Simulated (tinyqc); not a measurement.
# Bias-temperature instability, empirical power law with universal recovery: effects of single changes

Threshold-voltage shift at the end of a stress: dV = A (V/V0)^g exp[-(Ea q/kB)(1/T - 1/T0)] (t/1 s)^n. After a delay tr the permanent share pp stays and the rest falls by r = 1/(1 + B (tr/t)^be). An empirical model: its parameters are fits, not properties.

Parameters, values chosen for the exercise:
```
symbol  value  unit                                  meaning
V0        1.2     V                 reference stress voltage
T0        398     K                    reference temperature
A         8.9    mV             shift after 1 s at V0 and T0
n        0.25                                  time exponent
g         6.4                               voltage exponent
Ea       0.18    eV  apparent activation energy of the shift
pp       0.14                                permanent share
B         4.6                                 recovery scale
be       0.12                            recovery dispersion
T         398     K                          use temperature
dc         70    mV                        failure criterion
ts       1000     s                              stress time
```

Constants: q = 1.602176634e-19 C, kB = 1.380649e-23 J/K. Results are converted to the units shown.

Each table varies one quantity; the others keep the values above.

## Effect of the measurement delay

At V0 and T0. The apparent n comes from the measured shifts at ts/100 and ts, and the projection extends that line from ts to ten years (3.15576e8 s).

The same in every row: true shift (mV) = 1186.

Results:
```
tr (s)  share left at ts  apparent n  projected shift (mV)
1e-6              0.7620      0.2823                  1361
1e-5              0.7117      0.2877                  1360
0.001             0.5983      0.2975                  1294
0.01              0.5390      0.3011                  1222
0.1               0.4808      0.3035                  1123
1                 0.4259      0.3044                  1006
10                0.3758      0.3036                 879.1
```

Estimate the missing row, tr = 0.0001 s.

Computed row:
```
tr (s)  share left at ts  apparent n  projected shift (mV)
0.0001            0.6565      0.2928                  1340
```

With this row back in the table: The share left falls from 0.762 to 0.376 and the apparent n goes from 0.2823 through a maximum of 0.3044 (at tr = 1 s among the rows listed) to 0.3036. The projection is 15 % above the true ten-year shift in the first row and 26 % below it in the last: a lower start and a steeper slope work against each other.

## Lifetime against voltage

Same model as above.

The lifetime solves dV = dc; ten years are 3.15576e8 s.

Lifetime against voltage:
```
V (V)  shift after ten years (mV)  lifetime (years)
0.6                         14.05              6167
0.69                        34.36             172.3
0.77                        69.33             10.39
0.86                        140.7            0.6132
0.94                        248.6           0.06291
1.03                        446.2          0.006055
1.11                        720.2          8.923e-4
1.2                          1186          1.213e-4
```

Read the table: what changes, and by how much?

The shift goes as V^6.4 and the lifetime as V^(-25.6): 5 % more voltage adds 36.7 % to the shift and divides the lifetime by 3.49. 3 of the 8 rows pass ten years. For V = 0.6 the lifetime is a formal extrapolation far beyond any test.

## Recovery after a stress

Same model as above.

At V0 and T0 after the stress time ts.

Recovery after a stress:
```
tr (s)       tr/ts  share left  shift (mV)
0.00082  8.2000e-7     0.60339      30.199
0.012    1.2000e-5     0.53431      26.741
0.16     1.6000e-4     0.46930      23.488
2.3      0.0023000     0.40716      20.378
33        0.033000     0.35210      17.622
460        0.46000     0.30568      15.299
6500        6.5000     0.26725      13.375
92000       92.000     0.23647      11.835
```

Read the table: what changes, and by how much?

The shift falls from 30.2 to 11.8 mV over 8.0 decades of time, towards the permanent 7.01 mV. Half of the recoverable part is gone at tr/ts = B^(-1/be) = 3.00e-6.

tinyqc, about 0.01 s, one thread, Intel Xeon 2.30GHz (shared host): `OMP_NUM_THREADS=1 python tinyqc.py 2070138 2070139 out.jsonl`
